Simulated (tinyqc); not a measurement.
Single-band model of a thermoelectric material: one step, computed by the program tinyqc. Command: `OMP_NUM_THREADS=1 python tinyqc.py 3028674 3028675 out.jsonl thermo walk`. One thread of a shared host (Intel(R) Xeon(R) Processor @ 2.30GHz), about 0.01 s of CPU time with the checks.

One spherical band, one scattering law, no minority carriers and no phonon drag. In a real material minority carriers limit |S| to about E_g/(2 e T), so larger values are formal. eta = E_F/(k_B T) is counted from the band edge; f = 1/(1 + exp(x - eta)).

Question. Coefficients. sigma = e mu_0 N_0 <s> with mu_0 = e tau_0/m = mu_300 (T/300 K)^(-p); |S| = (k_B/e)(<x s>/<s> - eta); Lorenz number L = (k_B/e)^2 (<x^2 s>/<s> - (<x s>/<s>)^2); kappa_e = L sigma T; zT = S^2 sigma T/(kappa_L + kappa_e). Hall factor r_H = <G^(3/2)> <G^(3/2 + 2r)/D^4>/<s>^2; drift mobility sigma/(n e) with n = N_0 <G^(3/2)>; power factor S^2 sigma.

Inputs (values chosen for the exercise, for a model material):
```
quantity                              value        unit
mobility parameter mu_300              1200  cm^2/(V s)
temperature exponent p                  1.5           -
lattice thermal conductivity kappa_L     82     W/(m K)
temperature T                           870           K
```

Band: parabolic. Scattering: acoustic phonons, r = -0.5.

N_0 = 1.225476e+20 1/cm^3

<s> = 2.654649

<x s> = 9.806680

reduced Fermi level eta = 2.581730

<x^2 s> = 43.13839

<G^(3/2)> = 4.977659

<G^(3/2 + 2r)/D^4> = 1.504754

Constants: e = 1.602176634e-19 C; k_B = 8.617333262e-05 eV/K.

Give: conductivity sigma; Seebeck coefficient |S|; Lorenz number L; drift mobility; Hall factor r_H; power factor; kappa_e; zT.

Answer.

conductivity sigma = 12665 S/cm

Seebeck coefficient |S| = 95.861 microvolt/K

Lorenz number L = 1.9332 1e-8 V^2/K^2

drift mobility = 129.59 cm^2/(V s)

Hall factor r_H = 1.0629

power factor = 116.38 microwatt/(cm K^2)

kappa_e = 21.301 W/(m K)

zT = 0.098018

L is 79 % of the degenerate value pi^2/3 (k_B/e)^2 = 2.443; the classical limit for this r is (r + 5/2)(k_B/e)^2 = 1.485. The charge carriers transport 21 % of the heat.
